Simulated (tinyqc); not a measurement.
As the film thickens, and with more bath resistance: electroplating on a thin resistive seed layer: kinetics, Wagner number and the terminal effect across a wafer. Computed by tinyqc, a small Python program. Command: `OMP_NUM_THREADS=1 python tinyqc.py 3120798 3120799 out.jsonl terminal walk`. One thread of a shared host (Intel(R) Xeon(R) Processor @ 2.30GHz), about 0.03 s of CPU time with the checks.

Current enters the seed at the rim. The bath is treated as a local resistance per area (no lateral flow in the liquid), two electrons per ion, molar volume 7.11 cm^3/mol, Faraday constant F = e N_A, kinematic viscosity 0.01 cm^2/s, omega = 2 pi x rpm/60; k_B T/e is in volts.

Inputs (values chosen for the exercise, of the order of those for copper plating from an acid sulfate bath):
```
quantity,value,unit
wafer radius R,10,cm
seed thickness t,15,nm
seed resistivity,9.2,microohm cm
bath conductivity kappa,0.44,S/cm
gap to the anode h,5.5,cm
extra resistance of a porous plate,0,ohm cm^2
exchange current density i_0,0.4,mA/cm^2
cathodic transfer coefficient alpha,0.51,-
mean current density,8.1,mA/cm^2
diffusivity of the metal ion,5.1e-06,cm^2/s
metal ion concentration,0.77,mol/L
rotation rate,100,rpm
temperature T,298,K
```

Constants: e = 1.602176634e-19 C; N_A = 6.02214076e+23 1/mol; k_B = 8.617333262e-05 eV/K.

Method:
- Growth rate = i V_m/(2 F). Levich limit i_L = 0.62 x 2 F D^(2/3) omega^(1/2) nu^(-1/6) c. Tafel overpotential eta = (k_B T/(alpha e)) ln(i/i_0); kinetic resistance k_B T/(alpha e i); bath resistance h/kappa + plate; R_s = resistivity/t; Wagner number = kinetic resistance x kappa/R.
- Full model: seed potential phi(r) with (1/r)(r phi')' = R_s i, where i solves phi = R_b i + (k_B T/(alpha e)) ln(i/i_0) (phi being the driving voltage left at r); phi'(0) = 0 and phi'(R) = R_s i_mean R/2. Solved by collocation to a tolerance of 1e-7.
- The film is taken as uniform, with the seed resistivity; the last column adds 100 ohm cm^2 to R_b. Extra power of that plate = i^2 x 100 ohm cm^2 x area.

sheet resistance R_s = 6.13333 ohm/square

bath resistance R_b = 12.5 ohm cm^2

Edge over centre:
```
thickness (nm),R_s (ohm/square),as given,with 100 ohm cm^2 more
15.0,6.1333,24.926,2.7594
22.5,4.0889,13.687,2.0612
30.0,3.0667,9.219,1.7562
45.0,2.0444,5.584,1.4787
75.0,1.2267,3.309,1.2754
150.0,0.6133,1.987,1.1334
300.0,0.3067,1.452,1.0656
```

extra power = 2.0612 W

The ratio falls below 1.1 in none of these rows as given, and from 300 nm on with the added resistance: what counts is R_s R^2 against the sum of kinetic and bath resistance.
